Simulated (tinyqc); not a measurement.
# Scale length and length offset from two DIBL values

Problem. DIBL = exp(-Le/(2 l)) + 2 exp(-Le/l) with Le = L - dL. Find l, dL and the drawn length for a DIBL of 100 mV/V.

DIBL at drawn lengths 52 and 94 nm (mV/V): [136.08688, 17.041852]

Solution. With e = exp(-Le/(2 l)), 2 e^2 + e = DIBL gives e and so Le/l at each length; Le/l is a straight line in L with slope 1/l.

l = 11.00 nm
dL = 3.700 nm
length for 100 mV/V = 57.83 nm

tinyqc, about 0.01 s, one thread, Intel Xeon 2.30GHz (shared host): `OMP_NUM_THREADS=1 python tinyqc.py 2002083 2002084 out.jsonl`
